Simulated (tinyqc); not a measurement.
Grain-boundary trapping model (Seto) of a polycrystalline semiconductor film. Changing the trap density Q_t. Computed by tinyqc, a small Python program. Command: `OMP_NUM_THREADS=1 python tinyqc.py 3028629 3028630 out.jsonl poly sweep`. One thread of a shared host (Intel(R) Xeon(R) Processor @ 2.30GHz), about 0.01 s of CPU time with the checks.

Grains of equal size L are joined by thin boundaries with one trap level. Trapped carriers deplete a width W on each side and raise a barrier, crossed by thermionic emission. Dopants are fully ionised, statistics are non-degenerate and mu_g does not depend on T.

Inputs (values chosen for the exercise, modelled on polycrystalline germanium): permittivity eps = 16; effective mass m = 0.21 m_0; effective density of states at 300 K, N_c = 6e+18 1/cm^3; grain size L = 73 nm; trap level E_t below the band edge = 0.26 eV; doping N = 6.4e+17 1/cm^3; mobility inside the grains mu_g = 350 cm^2/(V s); temperature T = 300 K.

Grain interior: resistance included.

Constants: k_B = 8.617333262e-05 eV/K; e = 1.602176634e-19 C; eps_0 = 8.8541878128e-12 F/m; m_0 = 9.1093837015e-31 kg; k_B = 1.380649e-23 J/K.

Method:
- N_c(T) = N_c (T/300 K)^(3/2). Filled traps Q = Q_t/(1 + (1/2) exp((E_t* - E_F)/k_B T)), where E_t* = e V_B - E_t and E_F are counted from the band edge at the grain centre. Partial depletion: Q = 2 N W, V_B = e N W^2/(2 eps eps_0), E_F = k_B T ln(N/N_c); solve for W. If that W would exceed L/2 the grain is fully depleted: W = L/2, Q = N L, and E_F follows from the trap equation. Centre density n_0 = N_c exp(E_F/k_B T).
- Boundary: sigma_b = L e^2 n_0 exp(-e V_B/k_B T)/sqrt(2 pi m k_B T); drift through the grain, depleted parts included: rho_g = [(1 - 2W/L) + (2W/L) int_0^1 exp(y^2 s^2) ds]/(e n_0 mu_g); rho = 1/sigma_b + rho_g. Mean carrier density n_av = n_0 [(1 - 2W/L) + (2W/L) (sqrt(pi)/2) erf(y)/y], y = sqrt(e V_B/k_B T); effective mobility 1/(e n_av rho).
- E_a = d ln(rho)/d(1/k_B T) from T - 5 K and T + 5 K; temperature coefficient d ln(rho)/dT.

One run for each value; columns: (1) trap density Q_t (1/cm^2); (2) resistivity rho (ohm cm); (3) barrier V_B (V); (4) effective mobility (cm^2/(V s)); (5) activation energy E_a (eV):
```
(1)              (2)         (3)         (4)       (5)
1.40e+11  3.3851e-02  4.3276e-04  2.8814e+02  -0.00220
2.20e+11  3.4014e-02  1.0686e-03  2.8690e+02  -0.00212
3.50e+11  3.4471e-02  2.7047e-03  2.8363e+02  -0.00188
5.50e+11  3.5787e-02  6.6784e-03  2.7509e+02  -0.00108
8.70e+11  4.0463e-02  1.6706e-02  2.4934e+02   0.00217
1.40e+12  6.7462e-02  4.3202e-02  1.6206e+02   0.01992
2.20e+12  4.5997e-01  1.0450e-01  2.8701e+01   0.09944
3.50e+12  7.9924e+00  1.8117e-01  2.0605e+00   0.24795
5.50e+12  2.7187e+01  2.1330e-01  6.6419e-01   0.27173
```

What does the table show, and why?

Over the rows, resistivity rho (ohm cm) rises from 0.0339 to 27.2 (exponent d ln y / d ln x 0.011 between the first rows and 2.7 between the last); barrier V_B (V) rises from 4.33e-4 to 0.213 (exponent d ln y / d ln x 2.0 between the first rows and 0.36 between the last); effective mobility (cm^2/(V s)) falls from 288 to 0.664 (exponent d ln y / d ln x -0.0096 between the first rows and -2.5 between the last). At the low end the exponent of barrier V_B is 2.00, close to 2: V_B = e Q_t^2/(8 eps eps_0 N). Lowering Q_t, as passivation does, from the last row to the first cuts rho by 2.9 decades.

Caution (rows 1.40e11, 2.20e11, 3.50e11, 5.50e11, 8.70e11, 1.40e12): e V_B is below 2 k_B T, where the depletion approximation fails and the mean density does not balance the trapped charge.
